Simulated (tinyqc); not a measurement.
# Silicon n-p-n transistor, Gummel numbers and transit times: what changes with what

One-dimensional n-p-n transistor in the forward active mode at low injection. In the base p(x) = NB exp(-eta x/wb) and ni(x)^2 = ni^2 exp((g0 + g1 x/wb)/Vt); electrons leave the base at vsat; band spikes at the emitter junction and recombination inside the emitter are ignored.

Values chosen for this exercise; band and dielectric values close to those of silicon: temperature T = 350 K; band gap Eg = 1.1 eV; relative permittivity eps_r = 11.7; conduction-band density of states at T Nc = 3.55e19 cm^-3; valence-band density of states at T Nv = 3.4e19 cm^-3; saturation velocity vsat = 9.9e6 cm/s; neutral base width wb = 420 nm; base doping at the emitter edge NB = 1.4e17 cm^-3; doping falls as exp(-eta x/wb) eta = 0; gap reduction at the emitter edge of the base g0 = 0 eV; further gap reduction across the base (linear) g1 = 0 eV; electron diffusion coefficient in the base Dn = 10 cm^2/s; emitter doping NE = 2.7e20 cm^-3; gap reduction in the emitter (negative: wider gap) gE = 0.101 eV; neutral emitter width we = 140 nm; hole diffusion coefficient in the emitter Dp = 2.1 cm^2/s; recombination velocity at the emitter contact Se = 60000 cm/s; electron lifetime in the base tb = 1e-8 s; collector doping NC = 2.6e16 cm^-3; collector-base reverse bias VCB = 0.2 V; emitter junction capacitance Cj = 2.6 fF/um^2; emitter plus collector resistance Rc = 13 ohm um^2; hole mobility in the base mp = 150 cm^2/(V s).

Constants: q = 1.602176634e-19 C, kB = 1.380649e-23 J/K, Vt = kB T/q, eps0 = 8.8541878128e-14 F/cm where lengths are in cm. Results are converted to the units shown.

Each table varies one quantity; the others keep the values above.

## Cut-off frequency against collector current

f(x) = p(x) ni^2/ni(x)^2; I(x) = integral from x to wb of f/Dn, plus f(wb)/vsat; base Gummel number GB = I(0); electron density per unit flux n/(J/q) = I/f; base transit time tauB = integral of I/f over the base. ni = sqrt(Nc Nv) exp(-Eg/(2 Vt)), Eg in volts; JC = J0 exp(VBE/Vt), J0 = q ni^2/GB; collector layer one-sided, Wc = sqrt(2 eps0 eps_r (Vbc + VCB)/(q NC)), Vbc = Vt ln(NB exp(-eta) NC/ni^2), Cjc = eps0 eps_r/Wc, tauC = Wc/(2 vsat). Delay 1/(2 pi fT) = tauE + tauB + tauC + tauR with tauE = Vt (Cj + Cjc)/JC and tauR = Rc Cjc. Charge stored in the emitter is left out. The Kirk effect, also left out, sets in near JC = q NC vsat. n(0) = (JC/q) I(0)/f(0).

The same in every row: tauB (ps) = 92.44; tauC (ps) = 1.078; tauR (ps) = 0.006307.

Result of one run:

| JC (mA/um^2) | VBE (V) | tauE (ps) | fT (GHz) | JC/(q NC vsat) | n(0)/NB |
|---|---|---|---|---|---|
| 0.00018 | 0.5964 | 517.0 | 0.2607 | 4.365e-4 | 0.003451 |

What becomes of these results when the collector current density JC is changed from 0.00018 to 0.026 mA/um^2, all else the same?

Result of the changed run:

| JC (mA/um^2) | VBE (V) | tauE (ps) | fT (GHz) | JC/(q NC vsat) | n(0)/NB |
|---|---|---|---|---|---|
| 0.026 | 0.7464 | 3.579 | 1.639 | 0.06305 | 0.4985 |

The whole series:

| JC (mA/um^2) | VBE (V) | tauE (ps) | fT (GHz) | JC/(q NC vsat) | n(0)/NB |
|---|---|---|---|---|---|
| 8.7e-5 | 0.5745 | 1070 | 0.1368 | 2.110e-4 | 0.001668 |
| 0.00018 | 0.5964 | 517.0 | 0.2607 | 4.365e-4 | 0.003451 |
| 0.00036 | 0.6173 | 258.5 | 0.4521 | 8.729e-4 | 0.006903 |
| 0.00074 | 0.6390 | 125.7 | 0.7258 | 0.001794 | 0.01419 |
| 0.0015 | 0.6604 | 62.03 | 1.023 | 0.003637 | 0.02876 |
| 0.0031 | 0.6822 | 30.02 | 1.288 | 0.007517 | 0.05944 |
| 0.0063 | 0.7036 | 14.77 | 1.470 | 0.01528 | 0.1208 |
| 0.013 | 0.7255 | 7.158 | 1.581 | 0.03152 | 0.2493 |
| 0.026 | 0.7464 | 3.579 | 1.639 | 0.06305 | 0.4985 |

fT rises from 0.137 to 1.64 GHz as the charging time falls as 1/JC; its limit for vanishing tauE is 1.70 GHz, of which the largest delay is tauB (98.8 %). tauE equals the other delays together at JC = 9.95e-4 mA/um^2. For JC = 0.013, 0.026 the electron density at the emitter edge exceeds a fifth of NB, beyond low injection.

## Effect of the collector doping

ni = sqrt(Nc Nv) exp(-Eg/(2 Vt)), Eg in volts; GE = NE exp(-gE/Vt)(we/Dp + 1/Se); JC = J0 exp(VBE/Vt), J0 = q ni^2/GB; gain limited by back injection GE/GB, by base recombination tb/tauB, together 1/beta = the sum of the inverses; collector layer one-sided, Wc = sqrt(2 eps0 eps_r (Vbc + VCB)/(q NC)), Vbc = Vt ln(p(wb) NC/ni^2), Cjc = eps0 eps_r/Wc; Early voltage VA = GB q p(wb)/(f(wb) Cjc [1/Dn - (eta + g1/Vt)/(wb vsat)]), f(wb) = p(wb) exp(-(g0 + g1)/Vt), p(wb) = NB exp(-eta); tauC = Wc/(2 vsat). Peak fT here means 1/(2 pi (tauB + tauC + Rc Cjc)); base sheet resistance 1/(q mp times the integral of p).

The same in every row: GB (s/cm^4) = 6.021e11; GE/GB = 367.5; tb/tauB = 108.2; beta = 83.58; tauB (ps) = 92.44; base sheet resistance (kohm) = 7.077.

Effect of the collector doping:

| NC (cm^-3) | VA (V) | tauC (ps) | peak fT (GHz) |
|---|---|---|---|
| 2e15 | 68.60 | 3.720 | 1.655 |
| 3.2e15 | 54.69 | 2.966 | 1.668 |
| 5.2e15 | 43.27 | 2.347 | 1.679 |
| 8.3e15 | 34.53 | 1.872 | 1.687 |
| 1.3e16 | 27.80 | 1.508 | 1.694 |
| 2.2e16 | 21.56 | 1.169 | 1.700 |
| 3.5e16 | 17.22 | 0.9340 | 1.704 |
| 5.6e16 | 13.72 | 0.7440 | 1.708 |

As NC goes from 2e15 to 5.6e16, beta stays at 83.6, VA falls from 68.6 to 13.7 V, the peak fT rises from 1.66 to 1.71 GHz and the base sheet resistance stays at 7.08 kohm. The product beta VA changes by a factor of 0.200. Base recombination limits the gain in every row. For NC = 2.2e16, 3.5e16, 5.6e16 the collector doping exceeds a tenth of the base doping at that edge, so the one-sided formulas are rough.

Range of the model: Heavy doping makes emitter or base degenerate; gE and g0 are to be read as apparent gap changes that include this.

Computed by the program tinyqc: `OMP_NUM_THREADS=1 python tinyqc.py 2320051 2320052 out.jsonl`, one thread of a shared Intel Xeon 2.30GHz, about 0.01 s for the whole run.
